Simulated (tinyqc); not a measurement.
# Resistance of a tapered via with liner, size effect and interface: several studies

A round via whose diameter grows from db at the bottom as D(z) = db + 2 z/tan(ang). The fill, of diameter D - 2 tl, starts above the bottom liner (thickness fb tl) and has rho = rho0 (1 + ks lam/(D - 2 tl)); the sidewall liner conducts in parallel with it. The bottom liner and the interface are crossed over the full area pi db^2/4. Spreading in the lines above and below is left out.

Parameters, values chosen for the exercise; fill metal close to ruthenium: diameter at the bottom db = 14 nm; height hv = 48 nm; sidewall angle ang = 86 degrees; bulk resistivity of the fill rho0 = 7.84 uohm cm; mean free path of the fill lam = 6.64 nm; size-effect factor ks = 0.7; liner on the sidewall tl = 0 nm; liner at the bottom over that on the sidewall fb = 0.7; resistivity of the liner rl = 160 uohm cm; interface resistivity at the bottom ri = 2.2e-12 ohm cm^2; ballistic conductance per area, about 3/(4 rho0 lam) Sb = 1.5e15 S/m^2; bulk resistivity of the second fill (close to copper) rho2 = 1.73 uohm cm; its mean free path lam2 = 39 nm; its liner tl2 = 1.7 nm.

Each table varies one quantity; the others keep the values above.

## Via resistance against the diameter at the bottom

Slices between z0 = fb tl and hv, evaluated at their midpoints: conductance per length pi/4 [(D - 2 tl)^2/rho + (D^2 - (D - 2 tl)^2)/rl], slice resistance = slice height over that. 2000 slices. R_fill = sum of the slices; R_bottom = rl fb tl/(pi db^2/4); R_interface = ri/(pi db^2/4); ballistic (Sharvin) limit 1/(Sb pi (db - 2 tl)^2/4); ideal cylinder rho0 hv/(pi db^2/4).

The same in every row: R_bottom (ohm) = 0.

Via resistance against the diameter at the bottom:
```
db (nm)	R_fill (ohm)	R_interface (ohm)	R (ohm)	ballistic limit (ohm)	R over ideal cylinder	largest part
6	98.63	7.781	106.4	23.58	0.7995	fill
8.3	55.17	4.066	59.24	12.32	0.8517	fill
11	33.01	2.315	35.33	7.015	0.8922	fill
16	16.45	1.094	17.54	3.316	0.9373	fill
22	9.000	0.5787	9.579	1.754	0.9676	fill
30	4.963	0.3112	5.274	0.9431	0.9906	fill
42	2.583	0.1588	2.742	0.4812	1.009	fill
58	1.374	0.08327	1.457	0.2523	1.023	fill
80	0.7293	0.04377	0.7731	0.1326	1.033	fill
```

R falls from 106 to 0.773 ohm. The fill is the largest part at db = 6 and in all other rows. R goes as db^(-1.81) between the first two rows and db^(-1.97) between the last two; area alone gives -2.

## Via resistance against the height

Same model as above.

2000 slices.

The same in every row: R_bottom (ohm) = 0; R_interface (ohm) = 1.4291; ballistic limit (ohm) = 4.3307.

Results:
```
hv (nm)	R_fill (ohm)	R (ohm)	R over ideal cylinder	largest part
8.4	5.2065	6.6357	1.5511	fill
12	7.1722	8.6014	1.4074	fill
18	10.153	11.582	1.2634	fill
37	17.710	19.139	1.0157	fill
53	22.494	23.923	0.88628	fill
77	27.925	29.354	0.74853	fill
110	33.234	34.663	0.61874	fill
```

Estimate the missing row, hv = 25 nm.

Computed row:
```
hv (nm)	R_fill (ohm)	R (ohm)	R over ideal cylinder	largest part
25	13.233	14.662	1.1515	fill
```

With this row back in the table: R rises from 6.64 to 34.7 ohm. The fill is the largest part at hv = 8.4 and in all other rows. The share of the two bottom terms goes from 21.5 to 4.12 %. For hv = 8.4, 12 the ballistic limit exceeds half of R_fill, so the diffusive model understates R.

## Two fill metals against the diameter

2000 slices. R_fill = sum of the slices; R_bottom = rl fb tl/(pi db^2/4); R_interface = ri/(pi db^2/4). The second fill has rho2, lam2 and tl2 in place of rho0, lam and tl.

Results:
```
db (nm)	R, first fill (ohm)	R, second fill (ohm)	ratio second/first
6	106.41	317.21	2.9810
8.5	56.722	111.22	1.9608
12	30.065	44.556	1.4820
17	15.645	19.048	1.2175
24	8.1079	8.5881	1.0592
35	3.9114	3.7147	0.94972
70	1.0061	0.84440	0.83929
100	0.49723	0.40162	0.80772
```

Estimate the missing row, db = 49 nm.

Computed row:
```
db (nm)	R, first fill (ohm)	R, second fill (ohm)	ratio second/first
49	2.0283	1.7962	0.88558
```

With this row back in the table: The ratio goes from 2.98 to 0.808. The two fills give the same R at db = 28.8 nm; below it the first gives the lower R.

Numbers from tinyqc (`OMP_NUM_THREADS=1 python tinyqc.py 2750090 2750091 out.jsonl`; about 0.01 s on one thread of a shared Intel Xeon 2.30GHz).
